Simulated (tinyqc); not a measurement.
Image-sensor pixel with a pinned photodiode, signal and noise: effect of the temperature.

A buried n layer between a heavily doped p+ surface layer and a p layer is emptied into a floating diffusion, read through a source follower with correlated double sampling (reset noise cancelled). One-dimensional abrupt junctions; no blooming, lag or crosstalk.

Nc and Nv are given at 293 K and scale as (T/293 K)^1.5; all else is fixed. With k = 1 + Nn/Np, the two depletion regions meet at depth x = a sqrt(k)/(1 + sqrt(k)) from the p+ side; pinning voltage Vp = q Nn x^2/(2 eps0 eps_r) - Vb. Electrons in the diode at zero bias: Nn A [a - x0 (1 + 1/sqrt(k))], x0 = sqrt(2 eps0 eps_r Vb/(q Nn)). Floating-diffusion limit Cf dV/q; full well FW is the smaller of the two; conversion gain CG = q As/Cf; read noise in electrons vn/CG. QE = (1 - Rf)[exp(-al x1) - exp(-al x2)]. ni = sqrt(Nc Nv) exp(-Eg/(2 Vt)), Eg in volts; dark rates ni Wd A/tg (generation) and Jd ni^2 A (diffusion). Signal S = QE Ph; variance = S + dark rate x ti + (vn/CG)^2 + (pr S)^2; SNR = 20 log10(S/noise); dynamic range 20 log10(FW/noise at S = 0).

Inputs (values chosen for the exercise); material values close to those of silicon:
- Eg = 1.12 eV (band gap)
- eps_r = 11.9 (relative permittivity of the semiconductor)
- Nc = 2.7e19 cm^-3 (conduction-band density of states at the reference temperature)
- Nv = 2.61e19 cm^-3 (valence-band density of states at the reference temperature)
- A = 0.59 um^2 (photodiode area)
- Nn = 6.7e16 cm^-3 (doping of the buried n layer)
- a = 310 nm (thickness of that layer)
- Np = 7.6e15 cm^-3 (doping of the p layer below)
- Vb = 0.8 V (built-in voltage)
- Cf = 0.99 fF (floating-diffusion capacitance)
- dV = 1.2 V (usable swing of the floating diffusion)
- As = 0.89 (source-follower gain)
- vn = 70 uV (read noise at the output)
- al = 0.0186 1/um (absorption coefficient (light near 940 nm))
- Rf = 0.19 (optical loss before the silicon)
- x1 = 0.09 um (dead layer)
- x2 = 6 um (depth of collection)
- tg = 0.0033 s (generation lifetime)
- Wd = 1.3 um (depleted depth)
- Jd = 1.5e7 x 1e-20 cm^4/s (diffusion dark flux per ni^2)
- pr = 0.6 % (gain non-uniformity)
- ti = 33 ms (exposure)
- Ph = 49 (photons on the photodiode per exposure)

Constants: q = 1.602176634e-19 C, kB = 1.380649e-23 J/K, Vt = kB T/q, eps0 = 8.8541878128e-14 F/cm where lengths are in cm. Results are converted to the units shown.

The same in every row: Vp (V) = 2.013; FW (electrons) = 5719; read noise (electrons) = 0.4860; QE = 0.08418.

Effect of the temperature:

| T (K) | dark rate (electrons/s) | SNR (dB) | dynamic range (dB) |
|---|---|---|---|
| 253 | 0.03465 | 5.910 | 81.39 |
| 268 | 0.1594 | 5.906 | 81.32 |
| 283 | 0.6300 | 5.891 | 81.05 |
| 298 | 2.216 | 5.839 | 80.24 |
| 313 | 7.257 | 5.679 | 78.37 |
| 328 | 23.57 | 5.199 | 75.09 |
| 343 | 81.19 | 3.832 | 70.50 |
| 358 | 303.6 | 0.7308 | 65.04 |

As T goes from 253 to 358 K, the SNR falls from 5.91 to 0.731 dB and the dynamic range falls from 81.4 to 65.0 dB. The dark rate rises from 0.0346 to 304 electrons/s; it doubles every 6.8 K between the first two rows and every 7.9 K between the last two. In every row Vp passes 2 V, too high to empty the diode fully into a floating diffusion at usual supplies.

Program tinyqc, `OMP_NUM_THREADS=1 python tinyqc.py 2630126 2630127 out.jsonl`; Intel Xeon 2.30GHz, shared host, one thread, about 0.01 s.
